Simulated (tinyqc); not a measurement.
Planar ballistic transistor, top-of-the-barrier model: one step of the calculation.

At the top of the source barrier, states moving towards the drain are filled by the source (Fermi level 0) and states moving back by the drain (Fermi level -q Vd); nothing scatters. U is the shift of the band edge there, set by the capacitances CG, CD and CS (the total) and by the charge. Parabolic two-dimensional band; the source is grounded.

Task. Density of states, capacitances and charge at zero bias. N0 = gv m kB T/(pi hbar^2), CG = eps0 eox/tox, vT = sqrt(2 kB T/(pi m)), CS = CG/aG, n0 = n at U = 0 and Vd = 0. eta1 = -(E0 + U)/Vt, eta2 = eta1 - Vd/Vt, n = (N0/2)[F_0(eta1) + F_0(eta2)], F_0(x) = ln(1 + exp x). UL = -(aG Vg + aD Vd).

Inputs (values chosen for the exercise); mass and valleys made up: temperature T = 300 K; effective mass m = 0.037 m0; valley degeneracy gv = 2; relative permittivity of the gate insulator eox = 9; insulator thickness tox = 3.9 nm; gate control CG/CS aG = 0.83; drain control CD/CS aD = 0.028; band edge at the barrier top above the source Fermi level at zero bias E0 = 0.31 eV; gate voltage Vg = 0.8 V; drain voltage Vd = 0.8 V.

Constants: q = 1.602176634e-19 C, kB = 1.380649e-23 J/K, hbar = 1.054571817e-34 J s, m0 = 9.1093837015e-31 kg, Vt = kB T/q, eps0 = 8.8541878128e-14 F/cm where lengths are in cm. Results are converted to the units shown.

Find: N0; CG; CS; n0; UL.

Result.

N0 = 7.9914e11 cm^-2
CG = 2.0433 uF/cm^2
CS = 2.4618 uF/cm^2
n0 = 4.9528e6 cm^-2
UL = -0.68640 eV

tinyqc, about 0.02 s, one thread, Intel Xeon 2.30GHz (shared host): `OMP_NUM_THREADS=1 python tinyqc.py 2400147 2400148 out.jsonl`
